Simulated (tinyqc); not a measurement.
Inside a calculation. Method: sp3 tight binding, zinc-blende lattice. One step of it, computed by the program tinyqc.

Problem. Levels at G. Diagonalise the Hermitian matrix.

H(k) at G (eV), lower triangle:
```
,a s,a px,a py,a pz,c s,c px,c py,c pz
a s,-12.190000
a px,0.000000,-6.300000
a py,0.000000,0.000000,-6.300000
a pz,0.000000,0.000000,0.000000,-6.300000
c s,-14.223933,0.000000,0.000000,0.000000,-12.190000
c px,0.000000,5.486374,0.000000,0.000000,0.000000,-6.300000
c py,0.000000,0.000000,5.486374,0.000000,0.000000,0.000000,-6.300000
c pz,0.000000,0.000000,0.000000,5.486374,0.000000,0.000000,0.000000,-6.300000
```

Give: eigenvalues.

Solution.

eigenvalues (eV): -26.4139  -11.7864  -11.7864  -11.7864  -0.8136  -0.8136  -0.8136  2.0339
